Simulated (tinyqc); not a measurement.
# Time-domain thermoreflectance: layered heat flow under a modulated pulse train, and what the signal ratio measures, step by step

A worked calculation. Computed by tinyqc, a small Python program that keeps every step. Command: `OMP_NUM_THREADS=1 python tinyqc.py 3112680 3112681 out.jsonl tdtr walk`. One thread of a shared host (Intel(R) Xeon(R) Processor @ 2.30GHz), about 0.1 s of CPU time with the checks. Intermediate numbers are printed to about 6 digits and carried at full precision; extremes and crossings named in words are read from the listed rows.

Pulses repeat at 80 MHz; heat is laid down at the surface, all layers are isotropic.

Inputs (values chosen for the exercise, modelled on aluminium on beta-Ga2O3):

| quantity | value | unit |
|---|---|---|
| metal thickness d | 92 | nm |
| metal conductivity | 120 | W/(m K) |
| metal heat capacity | 2.42 | MJ/(m^3 K) |
| boundary conductance G under the metal | 45 | MW/(m^2 K) |
| substrate conductivity kappa | 14.2 | W/(m K) |
| substrate heat capacity C | 3.28 | MJ/(m^3 K) |
| modulation frequency f | 9.8 | MHz |
| spot radius w (1/e^2, pump and probe) | 6.8 | micrometre |
| delay t | 300 | ps |

Stack: metal, substrate.

## Length and time scales

Penetration depth sqrt(kappa/(pi f C)); effusivity sqrt(kappa C); cooling time of the metal d C_m/G; Kapitza length kappa/G.

penetration depth = 0.374990 micrometre

effusivity = 6824.66 W s^(1/2)/(m^2 K)

cooling time of the metal = 4947.56 ps

Kapitza length = 315.556 nm

depth over spot radius = 0.0551455

## Impedance at k = 0 and the modulation frequency

For radial wave number k and angular frequency W each layer has u = sqrt(4 pi^2 k^2 + i W C/kappa) and gamma = kappa u. Surface impedance from below: Z = 1/gamma for the substrate; a layer of thickness L maps Z to (Z + tanh(u L)/gamma)/(1 + gamma Z tanh(u L)); a boundary adds 1/G. Take k = 0 and W = 2 pi f.

Z of the substrate = 13.2039-13.2039i m^2 K/GW

Z at the surface = 22.2760-20.3015i m^2 K/GW

## Response at the modulation frequency

Response per absorbed watt H(W) = 2 pi int_0^(2/w) Z(k, W) exp(-pi^2 k^2 w^2) k dk by 20 Gauss-Legendre points.

H(2 pi f) = 0.152922-0.134150i K/mW

phase of H(2 pi f) = -41.2587 degrees

## Signal at one delay

Signal: X + iY = sum_(m = -M..M) H(2 pi (f + m f_r)) exp(i 2 pi m f_r t) exp(-pi (m/M)^2 x 4), f_r = 80 MHz, M = 4000, with H(-W) the complex conjugate of H(W); V_in = X, V_out = Y, ratio = -V_in/V_out.

V_in = 0.384617 K/mW

V_out = -0.119836 K/mW

ratio -V_in/V_out = 3.20954

## Ratio and sensitivities against delay

Sensitivity S = ln(ratio'/ratio)/ln(1.01) for a rise of one input by 1 %.

Ratio and sensitivities:

| t (ps) | ratio | S to kappa | S to G | S to d | S to C | S to w |
|---|---|---|---|---|---|---|
| 100 | 3.46233 | 0.331335 | 0.394040 | -0.98220 | 0.329917 | -0.0912978 |
| 200 | 3.32196 | 0.326289 | 0.368779 | -1.01458 | 0.324846 | -0.0892922 |
| 400 | 3.10455 | 0.316534 | 0.324575 | -0.95205 | 0.315051 | -0.0856028 |
| 800 | 2.74318 | 0.299597 | 0.252281 | -0.84653 | 0.298030 | -0.0794786 |
| 1500 | 2.26770 | 0.276851 | 0.157873 | -0.70682 | 0.275119 | -0.0716276 |
| 2500 | 1.79355 | 0.254953 | 0.062515 | -0.56722 | 0.252941 | -0.0644311 |
| 4000 | 1.32142 | 0.236944 | -0.038275 | -0.42914 | 0.234394 | -0.0589103 |

The largest sensitivity in size at 100 ps is to d (-0.98). kappa and C enter almost alike, through the effusivity. At 400 ps an error of 3 % in d passes on as 9 % in kappa.

Checks made by the program: steady rise of a bare substrate, 1/(2 sqrt(pi) w kappa), from the same quadrature (relative difference below 1e-10).
